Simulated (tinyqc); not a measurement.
Hall effect and magnetoresistance of several carrier groups with constant relaxation times: one step, computed by the program tinyqc.

Group 1 has charge +e and group 2 charge +e; s_i is that sign. B lies along z; mu B is formed with mu in m^2/(V s).

Question. Back from four measured limits to the two groups. With z_i = s_i mu_i and w_i = s_i n_i the moments M_k = w1 z1^k + w2 z2^k are M_(-1) = (1 + MR_sat) M_0^2/M_1, M_0 = 1/(e R_strong), M_1 = sigma(0)/e, M_2 = R_weak sigma(0)^2/e. The z_i are the roots of z^2 + p z + q with M_2 + p M_1 + q M_0 = 0 and M_1 + p M_0 + q M_(-1) = 0; then w follows from M_0 and M_1. Group 1 is the faster.

Inputs (values chosen for the exercise, for a model conductor): mobility mu1 = 170000 cm^2/(V s); magnetic field B = 0.46 T.

Carriers: light and heavy holes. Densities: per volume.

R_H at strong field = 40.00967 cm^3/C

sigma at B = 0 = 3098.930 S/cm

R_H at weak field = 43.36125 cm^3/C

saturation MR = 7.890742 %

Constants: e = 1.602176634e-19 C.

Give: p and q; signed mobilities s_i mu_i; densities.

Answer.

p and q: -2.660e+05  1.632e+10

signed mobilities s_i mu_i (cm^2/(V s)): 1.700e+05  96000

densities (1/cm^3): 5.900e+16  9.700e+16

Caution: mu B is well above 1, where Landau quantisation, left out here, shows at low temperature.
